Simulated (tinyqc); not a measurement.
Random telegraph noise from one oxide trap in a small MOSFET: two steps of the calculation.

An acceptor-like trap exchanges electrons with the channel. Inversion charge Q = Cox u, u = n Vt W0(exp((Vg - VT)/(n Vt))), W0 the Lambert function, n = nf, Cox = eps0 eox/tox; linear regime Id = (W/L) mu Q Vd. Relative to threshold the surface potential rises by Vt ln(u/u0) and the oxide voltage by the rest of Vg - VT, with u0 = n Vt W0(1).

Values chosen for this exercise; values of the order met in silicon transistors: temperature T = 200 K; relative permittivity of the gate insulator (close to silicon dioxide) eox = 3.9; insulator thickness tox = 1.2 nm; depth of the trap from the channel interface xt = 0.58 nm; body factor nf = 1.31; gate width W = 22 nm; gate length L = 33 nm; mobility mu = 110 cm^2/(V s); scattering coefficient of the charged trap asc = 0 V s; drain voltage Vd = 0.05 V.

Constants: q = 1.602176634e-19 C, kB = 1.380649e-23 J/K, Vt = kB T/q, eps0 = 8.8541878128e-14 F/cm where lengths are in cm. Results are converted to the units shown.

Task 1. Step height. A = W L; threshold step dV = q (1 - xt/tox)/(Cox A); gm/Id = 1/(u + n Vt); relative step dI/I = (gm/Id) dV + asc mu/A. Id as defined.

u = 0.56721519 V
N = 1.0187545e13 cm^-2

Wanted: electrons in the channel N A; dV; gm/Id; number part of dI/I; dI/I; Id; dI.

Result 1.

electrons in the channel N A = 73.96
dV = 3.962 mV
gm/Id = 1.696 1/V
number part of dI/I = 0.6718 %
dI/I = 0.6718 %
Id = 5.985 uA
dI = 40.21 nA

Task 2. Lorentzian spectrum. Spectrum S(f) = 4 dI^2/{(tc + te)[(1/tc + 1/te)^2 + (2 pi f)^2]}; corner fc = (1/tc + 1/te)/(2 pi); variance dI^2 tc te/(tc + te)^2. Give S at f = 0, at fc and at 10 fc.

tc = 0.0012915745 s
te = 0.0015451960 s
dI = 40.207232 nA

Find: fc; S(0); S(fc); S(10 fc); rms current.

Result 2.

fc = 226.23 Hz
S(0) = 1.1282e-18 A^2/Hz
S(fc) = 5.6412e-19 A^2/Hz
S(10 fc) = 1.1171e-20 A^2/Hz
rms current = 20.023 nA

The rms value is 0.498 of the step; it reaches its largest share, 1/2, when tc = te.

Range of the model: VT is taken as given; short-channel effects and the uneven flow of current among few electrons are left out.

Numbers from tinyqc (`OMP_NUM_THREADS=1 python tinyqc.py 2710136 2710137 out.jsonl`; about 0.01 s on one thread of a shared Intel Xeon 2.30GHz).
